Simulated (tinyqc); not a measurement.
Worked calculation: tight binding, honeycomb lattice. Computed by tinyqc, a small Python program that keeps every step. Settings: t1 = 2.3, t2 = 0, phi = 1.57, delta = 0, points = 7. Command: `OMP_NUM_THREADS=1 python tinyqc.py 25080 25081 out.jsonl` (the two numbers bound the seeds that draw the settings). One thread of a shared host (Intel(R) Xeon(R) Processor @ 2.60GHz), about 0.01 s of CPU time with the checks.

## Bloch Hamiltonian at k

Parameters chosen for this model:
```
parameter     value                        unit
t1         2.300000                 eV, nearest
t2                0       eV, second neighbours
phi        1.570000  rad, phase of t2 (Haldane)
delta             0          eV, +/- on A and B
```

k point k (fractions of the reciprocal vectors): 0.200000  0.480000

H_AB = -t1 (1 + exp(-i k.a1) + exp(-i k.a2)); H_AA = delta - 2 t2 sum cos(k.b + phi), H_BB = -delta - 2 t2 sum cos(k.b - phi), b = a1, a2 - a1, -a2.

H(k) at k (eV):
```
                     A                    B
A             0.000000  -0.728875+2.475696i
B  -0.728875-2.475696i             0.000000
```

## Levels at k

Diagonalise the Hermitian matrix.

eigenvalues (eV): -2.580762  2.580762

weights |c|^2 of the basis functions:
```
     band 1    band 2
A  0.500000  0.500000
B  0.500000  0.500000
```

## Bloch Hamiltonian at K

k point K (fractions of the reciprocal vectors): 0.333333  0.666667

As before.

H(k) at K (eV):
```
          A         B
A  0.000000  0.000000
B  0.000000  0.000000
```

## Levels at K

As before.

eigenvalues (eV): 0.000000  0.000000

## Bands along a path

The same steps at evenly spaced points between the labelled ones.

Bands along the path (eV):
```
k             band 1    band 2
G          -6.900000  6.900000
G-K 0.33   -5.823804  5.823804
G-K 0.67   -3.098782  3.098782
K                  0         0
K-M 0.33   -1.223804  1.223804
K-M 0.67   -2.022586  2.022586
M          -2.300000  2.300000
M-K' 0.33  -2.022586  2.022586
M-K' 0.67  -1.223804  1.223804
K'                 0         0
```

With 1 band(s) filled, the highest filled level on these points lies at K and the lowest empty one at K: the bands touch or overlap, so there is no gap.
